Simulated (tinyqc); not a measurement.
Worked calculation: Ewald sum of point charges, rock salt, strained along z by a factor 0.93, lattice. Computed by tinyqc, a small Python program that keeps every step. Command: `OMP_NUM_THREADS=1 python tinyqc.py 24384 24385 out.jsonl` (the two numbers bound the seeds that draw the settings). One thread of a shared host (Intel(R) Xeon(R) Processor @ 2.60GHz), about 0.03 s of CPU time with the checks.

## Ewald sum with eta = 0.3 1/bohr

cell vectors (rows) (bohr):
```
        1       2       3
1  0.0000  5.1000  4.7430
2  5.1000  0.0000  4.7430
3  5.1000  5.1000  0.0000
```

Charges:
```
q            f1      f2      f3
2.0000   0.0000  0.0000  0.0000
-2.0000  0.5000  0.5000  0.5000
```

Real space: 1/2 sum q_i q_j erfc(eta r)/r over all images with r > 0; reciprocal space: (2 pi/V) sum_(G != 0) exp(-G^2/4 eta^2)/G^2 |S(G)|^2 with S(G) = sum q exp(i G.r); self term -eta/sqrt(pi) sum q^2; background -pi Q^2/(2 V eta^2), Q the total charge.

Real-space shells (first ones):
```
r (bohr)  pairs  sum (hartree)
4.7430        4        -0.0745
5.1000        8        -0.0956
6.9646       16         0.0144
7.2125        8         0.0049
8.6323       16        -0.0009
9.4860        4       4.81e-05
10.2000       8       2.37e-05
10.7701      16      -1.45e-05
11.2488      16      -5.18e-06
11.4039      16      -3.67e-06
11.9166      16       1.15e-06
12.3510      32       8.32e-07
```

Reciprocal shells (first ones that count):
```
G^2 (1/bohr^2)  vectors  sum (hartree)
1.1976                8         0.0977
4.2333               16       1.20e-05
4.7074                8       1.45e-06
7.2689                8       7.63e-10
7.7431               16       3.84e-10
```

## The total does not depend on eta

The same sums for other eta.

Totals (hartree per cell):
```
eta          real  reciprocal     self  background      total
0.3000    -0.1518      0.0977  -1.3541      0.0000  -1.408070
0.5030    -0.0021      0.8644  -2.2703      0.0000  -1.408070
0.6170  -8.59e-05      1.3769  -2.7848      0.0000  -1.408070
```

shortest distance = 4.7430 bohr

Madelung constant -E d / (formula units |q+ q-|) = 1.6696
